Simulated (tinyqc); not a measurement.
Hueckel theory of the pi electrons, for the molecule c1c[cH+]cnnc1 (SMILES; centres numbered as the heavy atoms are written), step by step. Computed by tinyqc, a small Python program that keeps every step. Settings: charge = 1. Command: `OMP_NUM_THREADS=1 python tinyqc.py 28815 28816 out.jsonl` (the two numbers bound the seeds that draw the settings). One thread of a shared host (Intel(R) Xeon(R) Processor @ 2.60GHz), about 0.01 s of CPU time with the checks.

## The Hueckel matrix

Centres:
```
centre,"z_r, pi electrons of the neutral centre",h
1C,1,0.000000
2C,1,0.000000
3C,1,0.000000
4C,1,0.000000
5N,1,0.500000
6N,1,0.500000
7C,1,0.000000
```

Bonds:
```
i,j,k
1,2,1
2,3,1
3,4,1
4,5,1
5,6,1.000000
6,7,1.000000
7,1,1
```

H_rr = alpha + h_r beta, H_rs = k_rs beta for bonded centres.

Hueckel matrix in units of beta (H = alpha + beta A), lower triangle:
```
,1C,2C,3C,4C,5N,6N,7C
1C,0.000000
2C,1.000000,0.000000
3C,0.000000,1.000000,0.000000
4C,0.000000,0.000000,1.000000,0.000000
5N,0.000000,0.000000,0.000000,1.000000,0.500000
6N,0.000000,0.000000,0.000000,0.000000,1.000000,0.500000
7C,1.000000,0.000000,0.000000,0.000000,0.000000,1.000000,0.000000
```

## Orbitals

pi electrons, sum of z_r less the charge = 6

Diagonalise; E = alpha + x beta with beta < 0, so the largest x are filled first; degenerate levels share their electrons. P = sum n_i c_ri c_si; each orbital has its largest coefficient positive (the first on a tie).

x values: 2.200829  1.441462  1.313099  -0.242431  -0.352176  -1.570668  -1.790115

occupations: 2.000000  2.000000  2.000000  0.000000  0.000000  0.000000  0.000000

coefficients:
```
,MO1,MO2,MO3,MO4,MO5,MO6,MO7
1C,0.277747,0.421383,-0.392309,0.507062,-0.096429,0.298299,-0.485792
2C,0.252403,0.584660,0.000000,0.000000,0.547620,0.000000,0.542750
3C,0.277747,0.421383,0.392309,-0.507062,-0.096429,-0.298299,-0.485792
4C,0.358872,0.022747,0.515140,0.122927,-0.513660,0.468529,0.326874
5N,0.512068,-0.388594,0.284121,0.477260,0.277328,-0.437605,-0.099350
6N,0.512068,-0.388594,-0.284121,-0.477260,0.277328,0.437605,-0.099350
7C,0.358872,0.022747,-0.515140,-0.122927,-0.513660,-0.468529,0.326874
```

charge and bond-order matrix P, lower triangle:
```
,1C,2C,3C,4C,5N,6N,7C
1C,0.817227
2C,0.632940,0.811070
3C,0.201603,0.632940,0.817227
4C,-0.185665,0.207759,0.622710,0.789351
5N,-0.265969,-0.195896,0.179884,0.642579,0.987887
6N,0.179884,-0.195896,-0.265969,0.057130,0.664988,0.987887
7C,0.622710,0.207759,-0.185665,-0.272125,0.057130,0.642579,0.789351
```

## Energy, charges, bond orders

E = sum n x; q_r = z_r - P_rr; bond order p = P_rs; free valence = sqrt(3) - sum of p over the bonds of the atom.

pi energy = 6 alpha + this times beta = 9.910780

pi charges: 1C 0.182773, 2C 0.188930, 3C 0.182773, 4C 0.210649, 5N 0.012113, 6N 0.012113, 7C 0.210649

Bond orders and lengths from R = 1.517 - 0.180 p (angstrom, C-C alone):
```
bond,p,R
1-2,0.632940,1.403071
2-3,0.632940,1.403071
3-4,0.622710,1.404912
4-5,0.642579,-
5-6,0.664988,-
6-7,0.642579,-
7-1,0.622710,1.404912
```

free valence of the carbons: 1C 0.476401, 2C 0.466170, 3C 0.476401, 4C 0.466762, 7C 0.466762

gap between the highest filled and the next level = 1.555530 |beta|
